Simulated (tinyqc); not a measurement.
Floating body of a partially depleted SOI transistor: body voltage and kink: one step of the calculation.

Source at 0 V. Channel current Ic = 2 nf K Vt^2 [F(0) - F(Vd)](1 + la Vd), F(V) = ln^2(1 + exp((Vg - VT - nf V)/(2 nf Vt))), VT = VT0 - gb Vb. Saturation voltage Vs = 2 Vt sqrt(F(0)) + 3 Vt, excess Ve = (Vd - Vs + sqrt((Vd - Vs)^2 + 0.0004 V^2))/2, multiplication M1 = Ai Ve exp(-Bl/Ve). Each junction passes D(v) = J1 (exp(v/Vt) - 1) + J2 (exp(v/(2 Vt)) - 1). Bipolar current Ib = bb J1 (exp(Vb/Vt) - 1). The body settles where M1 (Ic + Ib) = D(Vb) + D(Vb - Vd) + Vb/Rb; drain current Id = (1 + M1)(Ic + Ib) - D(Vb - Vd).

Question. Drain current with floating and with grounded body. Id and VT at the converged Vb, Id at Vb = 0, their ratio, and the bipolar share Ib/(Ic + Ib).

Values chosen for this exercise; values of the order met in partially depleted silicon-on-insulator transistors: temperature T = 300 K; threshold at zero body voltage VT0 = 0.39 V; fall of the threshold per volt of body voltage gb = 0.32; slope factor nf = 1.21; gain factor per width K = 160 uA/(V^2 um); channel-length modulation factor la = 0.05 1/V; impact-ionisation prefactor Ai = 2.65 1/V; impact-ionisation voltage Bl = 7.8 V; diffusion saturation current of each junction J1 = 8.3e-13 uA/um; recombination saturation current of each junction J2 = 1.4e-9 uA/um; gain of the lateral bipolar transistor on the diffusion current bb = 1; resistance of a weak body tie to the source (1e9 stands for no tie, and the term is then dropped) Rb = 3000 kohm um; gate voltage Vg = 0.96 V; drain voltage Vd = 2.2 V.

Constants: q = 1.602176634e-19 C, kB = 1.380649e-23 J/K, Vt = kB T/q. Results are converted to the units shown.

converged Vb = 0.70810553 V

Give: VT; Id, floating; Id, grounded; ratio; bipolar share.

Answer.

VT = 0.16341 V
Id, floating = 48.112 uA/um
Id, grounded = 24.772 uA/um
ratio = 1.9422
bipolar share = 1.3822 %

The body rises to 0.708 V and lowers the threshold by 227 mV.

Range of the model: The multiplication law is an empirical form chosen for the exercise; self-heating and capacitive coupling to the body are left out, and the linear laws are rough once Vb passes about 0.7 V or M1 about 0.1.

tinyqc, about 0.2 s, one thread, Intel Xeon 2.30GHz (shared host): `OMP_NUM_THREADS=1 python tinyqc.py 2182054 2182055 out.jsonl`
